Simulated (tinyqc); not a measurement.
A particle near a wafer in liquid: double-layer and van der Waals forces (DLVO), deposition barrier and removal: one step, computed by the program tinyqc.

Sphere and flat wall, Derjaguin approximation, constant potentials in the linear-superposition form, no retardation and no hydration force.

Problem. Barrier and secondary minimum. U(h) = Z R exp(-kappa h) - A R/(6 h); F(h) = -dU/dh = kappa Z R exp(-kappa h) - A R/(6 h^2), positive for repulsion. F = 0 reads x^2 exp(-x) = y with x = kappa h and y = A kappa/(6 Z); the left side peaks at x = 2 with 4/e^2 = 0.5413, so roots exist for smaller y: x < 2 is the barrier, x > 2 the secondary minimum.

Inputs (values chosen for the exercise, of the order of those for silica on copper in water): particle radius R = 19 nm; Hamaker constant A = 2.8e-20 J; temperature T = 293 K.

kappa = 0.3593805 1/nm

Z = 4.524813 pN

Constants: k_B = 1.380649e-23 J/K.

Give: y; position of the barrier; barrier height; position of the secondary minimum; energy at the secondary minimum.

Solution.

y = 0.3706

position of the barrier = 2.804 nm

barrier height = -0.05860 k_B T

position of the secondary minimum = 9.726 nm

energy at the secondary minimum = -1.609 k_B T

The maximum lies below zero, so nothing holds the particle off.
